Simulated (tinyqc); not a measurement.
Minority carriers and saturation current of a heavily doped emitter: two steps of the calculation.

n-type, parabolic bands, full ionisation. eta = (EF - Ec)/kB T solves N = Nc F12(eta), F12(x) = (2/sqrt(pi)) int_0^infinity sqrt(u)/(1 + exp(u - x)) du. The gap shrinks rigidly by dEg = E1 [ln(N/N0) + sqrt(ln^2(N/N0) + 0.5)], an empirical law that is here taken as the true narrowing.

Parameters, values chosen for the exercise; band and dielectric values close to those of silicon:

| symbol | value | unit | meaning |
|---|---|---|---|
| T | 300 | K | temperature |
| Nc | 2.83e19 | cm^-3 | conduction-band density of states at 300 K |
| N | 7.6e19 | cm^-3 | ionised donor density |
| mup | 240 | cm^2/(V s) | minority-hole mobility |
| Cn | 2.4e-31 | cm^6/s | Auger coefficient |
| ts | 1.9 | us | defect lifetime |
| W | 64 | nm | emitter width |
| S | 56000 | cm/s | recombination velocity at the contact |

Constants: q = 1.602176634e-19 C, kB = 1.380649e-23 J/K, Vt = kB T/q. Results are converted to the units shown.

Problem 1. Fermi level. Newton step on ln F12(eta) = ln(N/Nc): eta(new) = eta - ln(Nc F12/N) F12/Fm, Fm(x) = dF12/dx = (1/sqrt(pi)) int_0^infinity u^(-1/2)/(1 + exp(u - x)) du.

eta at the start (Boltzmann value) = 0.9879

Give: F12; Fm; eta after iteration 1.

Solution 1.

F12 = 1.5632
Fm = 1.0217
eta after iteration 1 = 1.8158

Problem 2. Saturation current. 1/tau = Cn N^2 + 1/ts, D = mup Vt, L = sqrt(D tau); J0 = (q p0 D/L)(s + tanh(W/L))/(1 + s tanh(W/L)), s = S L/D; the share recombining inside is 1 - 1/[cosh(W/L)(1 + tanh(W/L)/s)].

p0 = 135.89623 cm^-3

Wanted: tau; L; s; J0; share recombining inside.

Solution 2.

tau = 0.72110 ns
L = 668.88 nm
s = 0.60372
J0 = 1335.1 fA/cm^2
share recombining inside = 14.038 %

The emitter is transparent: most holes reach the contact.

Range of the model: Band tails, non-parabolic bands and incomplete ionisation are left out.

tinyqc, about 0.01 s, one thread, Intel Xeon 2.30GHz (shared host): `OMP_NUM_THREADS=1 python tinyqc.py 2330030 2330031 out.jsonl`
